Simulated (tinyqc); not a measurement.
Comparisons within one model: donor level screened by free carriers (Yukawa potential). A value that a table varies takes the place of the one given here.

Potential -(q/(eps r)) exp(-ks r), q = e^2/(4 pi eps0). In units Ry* = Ry m/eps^2 and a* = a0 eps/m the problem is [-Laplacian - 2 exp(-x r)/r] psi = E psi with x = ks a*.

Converged values use 18 functions exp(-z r), z = 1.55^i, i = -11 to 6: S = 2/A^3, H = z_i z_j S - 2/(A + x)^2, A = z_i + z_j.

Screening wave number: Debye ks^2 = 4 pi q n/(eps kB T); Thomas-Fermi ks^2 = 6 pi q n/(eps EF) with EF = c (3 pi^2 n/gv)^(2/3)/m, c = hbar^2/2m0; the two are joined by 1/ks^2 = sqrt(1/ks_D^4 + 1/ks_TF^4). 1e18/cm^3 = 1e-6/angstrom^3, q = e^2/(4 pi eps0).

Constants: e^2/(4 pi eps0) = 14.39964547 eV angstrom; kB = 8.617333262e-05 eV/K; hbar^2/2m0 = 3.80998211 eV angstrom^2; Ry = 13.60569312 eV; a0 (Bohr radius) = 0.5291772105 angstrom.

Values chosen for the exercise (near those of a donor in Ge, with one mean mass; the results hold for these values, not for the real material): xs = (0.08, 0.12, 0.26, 0.58, 0.72, 0.83, 1.09) (values of x); m = 0.167 m0 (mass); eps = 16.3 (dielectric constant); gv = 4 (valleys); T = 77 K (temperature); nl = (0.00096, 0.0032, 0.0096, 0.032, 0.096, 0.32, 0.96) x 1e18/cm^3 (densities); n = 0.032 x 1e18/cm^3 (free-carrier density).

## Towards the loss of the bound state

First order (-1 + 2x), one-parameter (minimum of z^2 - 8 z^3/(2z + x)^2) and converged 1s energies in Ry*, and the mean radius in a*; a dash marks an unbound result.

Results:

| x | first order | trial function | converged | <r> |
|---|---|---|---|---|
| 0.08 | -0.8400 | -0.8491 | -0.8491 | 1.51 |
| 0.12 | -0.7600 | -0.7801 | -0.7801 | 1.52 |
| 0.26 | -0.4800 | -0.5677 | -0.5681 | 1.58 |
| 0.58 | - | -0.2228 | -0.2278 | 1.93 |
| 0.72 | - | -0.1223 | -0.1317 | 2.26 |
| 0.83 | - | -0.0621 | -0.0758 | 2.69 |
| 1.09 | - | - | -0.0056 | 7.54 |

How do the results move?

First order loses the state at x = 0.5, the trial function reaches zero energy at x = 1.00, and the exact limit is 1.19. The radius starts at 1.5 a*, grows slowly at first (1.58 at x = 0.26), then steadily, and swells towards the end (7.5 at 1.09), where a single exponential fails: the binding vanishes as the square of the distance from 1.19.

## Binding against carrier density

Ry* = 8.5519 meV
a* = 51.650 angstrom

x from the joined ks; converged 1s binding (dash: x above 1.17, at or past the limit 1.19 where the state unbinds).

Results:

| n (1e18/cm^3) | EF/kB T | 1/ks (angstrom) | x | binding (meV) | n^(1/3) a* |
|---|---|---|---|---|---|
| 0.00096 | 0.01 | 789.1 | 0.065 | 7.49 | 0.051 |
| 0.0032 | 0.03 | 432.2 | 0.119 | 6.68 | 0.076 |
| 0.0096 | 0.06 | 249.6 | 0.207 | 5.50 | 0.110 |
| 0.032 | 0.13 | 136.9 | 0.377 | 3.61 | 0.164 |
| 0.096 | 0.27 | 79.6 | 0.649 | 1.51 | 0.236 |
| 0.32 | 0.61 | 44.9 | 1.150 | 0.01 | 0.353 |
| 0.96 | 1.27 | 28.6 | 1.808 | - | 0.510 |

How do the results move?

The binding falls from 7.5 to 0.0 meV (bare value 8.6); it passes half the bare value between 0.0096 and 0.032 x 1e18/cm^3. The level is unbound, or bound by less than 0.001 Ry*, from 0.96 x 1e18/cm^3 on; as the density rises, it is lost by the time n^(1/3) a* reaches 0.51. x grows with exponent 0.50 in n at the start and 0.41 at the end (1/2 for Debye, 1/6 for Thomas-Fermi screening). The level survives to n^(1/3) a* = 0.35, past the 0.26 of the Mott rule, which corresponds to x = 1 for one valley with degenerate screening; here the level lasts until x = 1.19, the screening is at most the degenerate value, and overlap of donors is left out.

## What each parameter does

Ry* = Ry m/eps^2, a* = a0 eps/m, x = ks a* with the joined ks; converged binding. Each row changes one parameter from the base and keeps the others.

Results:

| case | 1/ks (angstrom) | x | binding in Ry* | binding (meV) |
|---|---|---|---|---|
| base | 136.9 | 0.377 | 0.422 | 3.61 |
| n = 0.048 x 1e18/cm^3 | 112.0 | 0.461 | 0.333 | 2.85 |
| T = 47 K | 107.3 | 0.481 | 0.314 | 2.68 |
| m = 0.187 m0 | 136.9 | 0.337 | 0.469 | 4.49 |
| eps = 15 | 131.4 | 0.362 | 0.440 | 4.44 |
| gv = 5 | 136.9 | 0.377 | 0.422 | 3.61 |

What does this show?

The largest shifts from the base row, up to three for each result and ties (the steps differ in size, so this ranks the rows, not the parameters). 1/ks (angstrom): T -29.6, n -25.0, eps -5.6; unchanged at the printed digits by m and gv. x: T +0.104, n +0.084, m -0.040; unchanged at the printed digits by gv. binding in Ry*: T -0.108, n -0.089, m +0.047; unchanged at the printed digits by gv. binding (meV): T -0.93, m +0.88, eps +0.83; unchanged at the printed digits by gv.

Program tinyqc; command `OMP_NUM_THREADS=1 python tinyqc.py 1281381 1281382 out.jsonl`; about 0.01 s on one thread of a shared Intel(R) Xeon(R) Processor @ 2.30GHz.
